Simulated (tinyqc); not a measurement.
Static screening by free carriers: one step. Fermi and screening wave vectors. Two cases, with inputs chosen for the exercise.

Task: Also the effective Bohr radius aB = a0 eps/m and rs = (3/(4 pi n))^(1/3)/aB.

kF = (3 pi^2 n/Mv)^(1/3), EF = c kF^2/m with c = hbar^2/2m0, n in 1/angstrom^3 (1e-24 per 1/cm^3), e2 = e^2/(4 pi eps0). Thomas-Fermi: qTF^2 = 6 pi e2 n/(eps EF). Debye: qD^2 = 4 pi e2 n/(eps kB T).

Constants: hbar^2/2m0 = 3.80998211 eV angstrom^2; e^2/(4 pi eps0) = 14.39964547 eV angstrom; kB = 8.617333262e-05 eV/K; a0 (Bohr radius) = 0.5291772105 angstrom.

Give: kF; EF at 0 K; EF/kT; qTF; qD; aB; rs.

Case 1.

Values chosen (a free-electron density near that of Cu; not measured data):
- n = 8.34e+22 1/cm^3 (carrier density)
- m = 1 m0 (mass of one isotropic valley)
- Mv = 1 (valleys)
- eps = 1 (background dielectric constant)
- T = 300 K

Result:

kF = 1.3516 1/angstrom
EF at 0 K = 6961 meV
EF/kT = 269
qTF = 1.8034 1/angstrom
qD = 24.161 1/angstrom
aB = 0.5292 angstrom
rs = 2.68

Case 2.

Values chosen (a free-electron density near that of Au; not measured data):
- n = 5.73e+22 1/cm^3 (carrier density)
- m = 1 m0 (mass of one isotropic valley)
- Mv = 1 (valleys)
- eps = 1 (background dielectric constant)
- T = 300 K

Result:

kF = 1.1927 1/angstrom
EF at 0 K = 5420 meV
EF/kT = 210
qTF = 1.6940 1/angstrom
qD = 20.027 1/angstrom
aB = 0.5292 angstrom
rs = 3.04

The gas is degenerate, so the Thomas-Fermi value applies. With rs above 1 exchange and correlation, left out here, are not small.

Computed by tinyqc, one run a case: `OMP_NUM_THREADS=1 python tinyqc.py N N+1 out.jsonl` with N = 1651024, 1651159; one thread of a shared Intel(R) Xeon(R) Processor @ 2.30GHz, about 0.01 s a run at most.
